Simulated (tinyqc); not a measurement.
# MOS capacitor on an n-type substrate, surface potential from the exact charge relation: several studies

Uniform n-type substrate, Boltzmann statistics, full ionisation, classical densities. psi is the surface potential against the body (positive when the bands bend down) and u = -psi/Vt. Traps are spread evenly over the gap and neutral at flat band, so their charge is -q Dit psi; the minority quasi-Fermi level is shifted by Vb.

Values chosen for this exercise; band and dielectric values close to those of silicon: temperature T = 350 K; band gap Eg = 1.13 eV; relative permittivity eps_r = 11.9; conduction-band density of states at T Nc = 3.57e19 cm^-3; valence-band density of states at T Nv = 3.4e19 cm^-3; electron affinity chi = 4.11 eV; donor density of the substrate N = 3.8e17 cm^-3; relative permittivity of the gate insulator (close to silicon dioxide) eox = 3.9; insulator thickness tox = 19 nm; gate work function phiM = 4.56 eV; fixed charge at the interface, in units of q Nf = 5.4e10 cm^-2; density of interface traps Dit = 0 cm^-2 eV^-1; reverse bias of the inversion layer against the body Vb = 1.5 V.

Constants: q = 1.602176634e-19 C, kB = 1.380649e-23 J/K, Vt = kB T/q, eps0 = 8.8541878128e-14 F/cm where lengths are in cm. Results are converted to the units shown.

Each table varies one quantity; the others keep the values above.

## Capacitance-voltage curves

ni = sqrt(Nc Nv) exp(-Eg/(2 Vt)), Eg in volts; phiF = Vt ln(N/ni); Cox = eps0 eox/tox; Vfb = phiM - chi - Vt ln(Nc/N) - q Nf/Cox; Q0 = sqrt(2 eps0 eps_r q N Vt); r = (ni/N)^2 exp(-Vb/Vt); VT = Vfb - [(2 phiF + Vb)(1 + q Dit/Cox) + sqrt(2 eps0 eps_r q N (2 phiF + Vb))/Cox]. u = -psi/Vt; F^2 = exp(-u) + u - 1 + r (exp(u) - u - 1); Qs = +sign(u) Q0 F; Cs = -dQs/dpsi = (Q0/Vt) |1 - exp(-u) + r (exp(u) - 1)|/(2 F). psi solves Vg = Vfb + psi + (q Dit psi - Qs)/Cox. Low frequency: 1/C_LF = 1/Cox + 1/(Cs + q Dit). High frequency, in the simple estimate in which traps and minority carriers do not follow: 1/C_HF = 1/Cox + 1/Cd, Cd being Cs with r = 0 at the same psi. Deep depletion: r = 0 and Dit = 0 both in the equation for psi and in Cs. Minority sheet density N_inv = (Q0/(2 q)) int_0^u r (exp(t) - 1)/F(t) dt for u > 0. N_inv under 1 cm^-2 is printed as 0. Regimes: accumulation when majority carriers gather, then depletion up to |psi| = phiF + Vb, weak inversion up to 2 phiF + Vb, strong inversion beyond.

Results:

| Vg (V) | psi (V) | C_LF/Cox | C_HF/Cox | C_deep/Cox | N_inv (cm^-2) | regime |
|---|---|---|---|---|---|---|
| 1 | 0.05795 | 0.9436 | 0.9436 | 0.9436 | 0 | accumulation |
| 0.22 | -0.005156 | 0.8835 | 0.8835 | 0.8835 | 0 | depletion |
| -0.55 | -0.1455 | 0.7420 | 0.7420 | 0.7420 | 0 | depletion |
| -1.33 | -0.3988 | 0.6188 | 0.6188 | 0.6188 | 0 | depletion |
| -2.11 | -0.7285 | 0.5411 | 0.5411 | 0.5411 | 0 | depletion |
| -2.89 | -1.109 | 0.4869 | 0.4869 | 0.4869 | 0 | depletion |
| -3.67 | -1.525 | 0.4462 | 0.4462 | 0.4462 | 0 | depletion |
| -5.22 | -2.393 | 0.7284 | 0.3906 | 0.3887 | 7.147e10 | strong inversion |
| -6 | -2.470 | 0.9566 | 0.3868 | 0.3671 | 8.177e11 | strong inversion |

Estimate the missing row, Vg = -4.44 V.

Computed row:

| Vg (V) | psi (V) | C_LF/Cox | C_HF/Cox | C_deep/Cox | N_inv (cm^-2) | regime |
|---|---|---|---|---|---|---|
| -4.44 | -1.964 | 0.4147 | 0.4147 | 0.4147 | 5.351e4 | weak inversion |

With this row back in the table: C_LF/Cox is lowest, 0.415, at Vg = -4.44 V (weak inversion) among the rows listed and is 0.957 in the last row, where C_HF/Cox is 0.387 and the deep-depletion value 0.367. Vfb = 0.265 V, where C_HF/Cox = 0.889 (Cox in series with eps0 eps_r/LD), and VT = -5.12 V. Over the last two rows psi moves by only 0.099 V a volt of gate bias, since the inversion charge screens the body. In strong accumulation and inversion degeneracy and confinement, left out here, lower the capacitance.

## Effect of the fixed charge at the interface on threshold and swing

ni = sqrt(Nc Nv) exp(-Eg/(2 Vt)), Eg in volts; phiF = Vt ln(N/ni); Cox = eps0 eox/tox; Vfb = phiM - chi - Vt ln(Nc/N) - q Nf/Cox; VT = Vfb - [(2 phiF + Vb)(1 + q Dit/Cox) + sqrt(2 eps0 eps_r q N (2 phiF + Vb))/Cox]. gamma = sqrt(2 eps0 eps_r q N)/Cox; Wm = sqrt(2 eps0 eps_r (2 phiF + Vb)/(q N)); m = 1 + (eps0 eps_r/Wm + q Dit)/Cox; swing m Vt ln 10; Cmin/Cox = 1/(1 + Cox Wm/(eps0 eps_r)).

The same in every row: 2 phiF (V) = 0.8574; gamma (V^0.5) = 1.971; Wm (nm) = 90.33; m = 1.642; swing (mV/decade) = 114.0; Cmin/Cox = 0.3909.

Effect of the fixed charge at the interface on threshold and swing:

| Nf (cm^-2) | Vfb (V) | VT (V) |
|---|---|---|
| -4e11 | 0.6656 | -4.718 |
| -2e11 | 0.4893 | -4.894 |
| 0 | 0.3130 | -5.070 |
| 2e11 | 0.1367 | -5.247 |
| 4e11 | -0.03963 | -5.423 |
| 6e11 | -0.2159 | -5.599 |
| 8e11 | -0.3923 | -5.776 |

What does the comparison show?

As Nf goes from -4e11 to 8e11, VT falls from -4.72 to -5.78 V, the swing stays at 114 mV/decade and Cmin/Cox stays at 0.391. The whole change of VT is that of Vfb: the curve shifts rigidly.

## Effect of the gate work function on threshold and swing

Same model as above.

The same in every row: 2 phiF (V) = 0.8574; gamma (V^0.5) = 1.971; Wm (nm) = 90.33; m = 1.642; swing (mV/decade) = 114.0; Cmin/Cox = 0.3909.

Effect of the gate work function on threshold and swing:

| phiM (eV) | Vfb (V) | VT (V) |
|---|---|---|
| 4.11 | -0.1846 | -5.568 |
| 4.31 | 0.01538 | -5.368 |
| 4.51 | 0.2154 | -5.168 |
| 4.71 | 0.4154 | -4.968 |
| 4.91 | 0.6154 | -4.768 |
| 5.11 | 0.8154 | -4.568 |
| 5.31 | 1.015 | -4.368 |

As phiM goes from 4.11 to 5.31, VT rises from -5.57 to -4.37 V, the swing stays at 114 mV/decade and Cmin/Cox stays at 0.391. The whole change of VT is that of Vfb: the curve shifts rigidly.

Numbers from tinyqc (`OMP_NUM_THREADS=1 python tinyqc.py 2060054 2060055 out.jsonl`; about 0.01 s on one thread of a shared Intel Xeon 2.30GHz).
